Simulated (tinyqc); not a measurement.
# Double-gate transistor, scale length and short-channel effects: effects of single changes

A body of thickness ts between two insulators of thickness ti and two tied gates. Below threshold the potential that source and drain add obeys Laplace's equation and vanishes on the gate. Its lowest mode decays along the channel as exp(-k y); k is the smallest positive root of the matching condition at the interface, and the scale length is Lambda = pi/k.

Parameters, values chosen for the exercise; permittivities: semiconductor close to that of silicon, insulator close to that of silicon dioxide: temperature T = 400 K; relative permittivity of the semiconductor eps_r = 11.9; relative permittivity of the insulator ei = 4.05; insulator thickness ti = 1 nm; body thickness ts = 5.3 nm; channel length L = 16 nm; potential of the source Vbi = 0.93 V; potential of the barrier top at threshold sT = 0.37 V; drain voltage Vds = 0.6 V.

Constants: q = 1.602176634e-19 C, kB = 1.380649e-23 J/K, Vt = kB T/q. Results are converted to the units shown.

Each table varies one quantity; the others keep the values above.

## Effect of the relative permittivity of the insulator

k is the smallest positive root of f(k) = ei cos(k ti) cos(k ts/2) - eps_r sin(k ti) sin(k ts/2). Along the channel psi(y) = s + a exp(y/l) + b exp(-y/l) with psi(0) = Vbi, psi(L) = Vbi + Vds and l = 1/k = Lambda/pi; with A = Vbi - s, B = A + Vds, x = exp(-L/l): a = (B - A x) x/(1 - x^2), b = (A - B x)/(1 - x^2). The minimum is s + 2 sqrt(a b), at y = (l/2) ln(b/a). The long-channel potential follows the gate as s = sT + (Vg - VTL)/m, and the threshold VT is the gate voltage at which the minimum equals sT. Swing = m Vt ln 10/g at threshold, g = d(minimum)/ds = 1 - (b x + a)/((1 + x) sqrt(a b)). DIBL = [VT(0.05 V) - VT(Vds)]/(Vds - 0.05 V). sT and Vbi are held fixed; m = 1.

Effect of the relative permittivity of the insulator:
```
ei   Lambda (nm)  L/Lambda  VT - VTL at Vds (mV)  DIBL (mV/V)  swing (mV/decade)
3.9        10.32     1.550                -171.3        87.79              97.03
5.7        9.025     1.773                -113.9        57.99              91.17
8.5        7.976     2.006                -75.70        38.35              87.24
12         7.285     2.196                -54.81        27.67              85.08
18         6.679     2.396                -39.33        19.81              83.48
27         6.246     2.562                -29.96        15.06              82.50
40         5.951     2.689                -24.37        12.24              81.92
```

What does the comparison show?

As ei goes from 3.9 to 40, Lambda falls from 10.3 to 5.95 nm, DIBL falls from 87.8 to 12.2 mV/V and the swing falls from 97.0 to 81.9 mV a decade. On average Lambda goes as ei^(-0.24).

## Effect of the insulator thickness

Same model as above.

Results:
```
ti (nm)  Lambda (nm)  L/Lambda  VT - VTL at Vds (mV)  DIBL (mV/V)  swing (mV/decade)
0.33           7.145     2.239                -50.98        25.72              84.69
0.43           7.652     2.091                -65.48        33.12              86.19
0.56           8.278     1.933                -85.91        43.58              88.29
0.73           9.047     1.768                -114.8        58.45              91.26
0.95           9.976     1.604                -154.9        79.26              95.36
1.6            12.41     1.289                -286.2        148.1              108.6
```

Estimate the missing row, ti = 1.2 nm.

Computed row:
```
ti (nm)  Lambda (nm)  L/Lambda  VT - VTL at Vds (mV)  DIBL (mV/V)  swing (mV/decade)
1.2            10.96     1.460                -203.5        104.6              100.3
```

With this row back in the table: As ti goes from 0.33 to 1.6 nm, Lambda rises from 7.14 to 12.4 nm, DIBL rises from 25.7 to 148 mV/V and the swing rises from 84.7 to 109 mV a decade. On average Lambda goes as ti^(0.35). For ti = 1.2 to 1.6 nm L is under 1.5 Lambda, where higher modes, left out of the one-mode potential, count.

Numbers from tinyqc (`OMP_NUM_THREADS=1 python tinyqc.py 2420046 2420047 out.jsonl`; about 0.01 s on one thread of a shared Intel Xeon 2.30GHz).
